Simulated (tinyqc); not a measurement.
Worked calculation: plane-wave Kohn-Sham cycle with exchange-only LDA in a layered model solid. Computed by tinyqc, a small Python program that keeps every step. Settings: points = 16, plane-wave index or count = 3, electrons = 4, k points = 1, area = 14.0, mixing = 0.1, iteration cap = 61, Kerker q0 = 1.07. Command: `OMP_NUM_THREADS=1 python tinyqc.py 23619 23620 out.jsonl` (the two numbers bound the seeds that draw the settings). One thread of a shared host (Intel(R) Xeon(R) Processor @ 2.60GHz), about 0.02 s of CPU time with the checks.

A solid whose potential varies along x alone (atomic units):
```
parameter                      value
period a                   13.200000
cross-section of the cell  14.000000
electrons per cell                 4
grid points                       16
plane waves -n..n, n               3
k points                           1
V1 in V1 cos(2 pi x/a)     -0.600000
V2 in V2 cos(4 pi x/a)      0.070000
```

Stop when sqrt(dV sum R^2) is below 1e-8, dV = a A/N.

Course of the cycle:
```
iteration  E (hartree)  norm of the residual
1            -1.803434              2.86e-01
2            -1.739594              2.76e-01
3            -1.679464              2.67e-01
4            -1.622905              2.58e-01
5            -1.569772              2.49e-01
6            -1.519921              2.41e-01
7            -1.473207              2.33e-01
8            -1.429487              2.25e-01
9            -1.388621              2.17e-01
10           -1.350469              2.09e-01
11           -1.314897              2.02e-01
...                ...                   ...
51           -0.924270              3.39e-02
52           -0.923795              3.22e-02
53           -0.923379              3.06e-02
54           -0.923015              2.90e-02
55           -0.922696              2.75e-02
56           -0.922416              2.61e-02
57           -0.922171              2.47e-02
58           -0.921956              2.35e-02
59           -0.921768              2.22e-02
60           -0.921603              2.11e-02
61           -0.921459              2.00e-02
```

Can the last value be used, and what does the course show?

Not by the stop rule. Not converged within 61 iterations: the residual falls steadily but slowly, by a factor of about 0.95 a step. At the k point shown the highest filled and lowest empty bands lie only 0.0199 hartree apart, so integer filling is fragile. Reruns (cap 100 unless said): mixing 0.5, Kerker q0 1.0: not converged; mixing 0.3, Pulay depth 5: converged in 33 (E = -0.92041); the original settings with a cap of 400: converged in 333 (E = -0.92041).
